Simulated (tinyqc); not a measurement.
Valley-orbit splitting of a donor ground state, with strain: one step, computed by the program tinyqc.

The basis is the 1s envelope in each valley; energies are counted from the unstrained conduction-band edge. The strain is e_s (a a^T - 1/3) for the unit stress axis a, so valley j along n_j moves by Xi_u e_s w_j with w_j = (n_j.a)^2 - 1/3: +1/3 for [111] and [-1-11], -1/3 for the others.

Task: Populations and ionisation. H_jj = -(E_0 + Lambda) + Xi_u e_s w_j; H_jk = -Delta_1 between any two valleys. z = sum over levels of exp(-(E - E_ground)/k_B T), the ground-state share being 1/z; N_c = 2 (2 pi m_e k_B T/h^2)^(3/2) sum_j exp(-(shift_j - lowest shift)/k_B T); n1 = N_c/(2 z) exp(-binding/k_B T), binding = lowest shift - E_ground; without compensation n = 2 N_D/(1 + sqrt(1 + 4 N_D/n1)) (Boltzmann statistics; p and higher states left out).

Inputs (values chosen for the exercise, modelled on donors in germanium):
```
quantity,value,unit
single-valley binding energy E_0,9.93,meV
central-cell shift Lambda,0.37,meV
coupling Delta_1,0.62,meV
shear deformation potential Xi_u,16.5,eV
shear strain e_s,6.5e-05,-
temperature T,30,K
donor density N_D,3.3e+14,cm^-3
density-of-states mass of one valley m_e,0.213,m_0
```

Valleys: four along <111>. Stress axis: [110].

Constants: k_B = 8.617333262e-05 eV/K; m_0 = 9.1093837015e-31 kg; k_B = 1.380649e-23 J/K; h = 6.62607015e-34 J s.

Give: partition sum z; share of neutral donors in the ground state; N_c; n1; free electrons n.

Result:

partition sum z = 2.1272

share of neutral donors in the ground state = 0.47011

N_c = 2.7434e+17 cm^-3

n1 = 6.5801e+14 cm^-3

free electrons n = 2.4142e+14 cm^-3
